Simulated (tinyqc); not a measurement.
Time-dependent dielectric breakdown: cell percolation, Weibull statistics, area scaling and voltage extrapolation: one step, computed by the program tinyqc. Command: `OMP_NUM_THREADS=1 python tinyqc.py 3009707 3009708 out.jsonl tddb walk`. One thread of a shared host (Intel(R) Xeon(R) Processor @ 2.30GHz), about 0.01 s of CPU time with the checks.

The oxide is divided into columns of area a^2, each holding m = t_ox/a cells (m is taken as continuous). A share lambda(t) = (t/t_1)^alpha of the cells is defective, and a column whose cells are all defective breaks down.

Task: Fitting the sample. W = ln(-ln(1 - F_i)) with the median ranks F_i. Least squares in W: W = beta ln t - beta ln t63. Maximum likelihood: solve sum t^b ln t/sum t^b - 1/b = mean of ln t for b, then t63 = (mean of t^b)^(1/b).

Weibull plot:
```
i      t (s)        F_i      ln t          W
1    81.2457  0.0614035  4.397478  -2.758771
2   121.6201  0.1491228  4.800902  -1.823328
3   214.3323  0.2368421  5.367528  -1.308259
4   246.3196  0.3245614  5.506630  -0.935491
5   249.4395  0.4122807  5.519216  -0.632041
6   281.6044  0.5000000  5.640503  -0.366513
7   285.7956  0.5877193  5.655277  -0.120981
8   314.9122  0.6754386  5.752294   0.118032
9   361.4005  0.7631579  5.889987   0.364894
10  454.6747  0.8508772  6.119582   0.643424
11  484.4189  0.9385965  6.182950   1.026145
```

Give: slope by least squares; t63 by least squares; slope by maximum likelihood; t63 by maximum likelihood.

Result:

slope by least squares = 2.072

t63 by least squares = 325.2 s

slope by maximum likelihood = 2.609

t63 by maximum likelihood = 317.0 s

Caution: t_1 is an input here; in a real oxide it changes with thickness at fixed voltage.
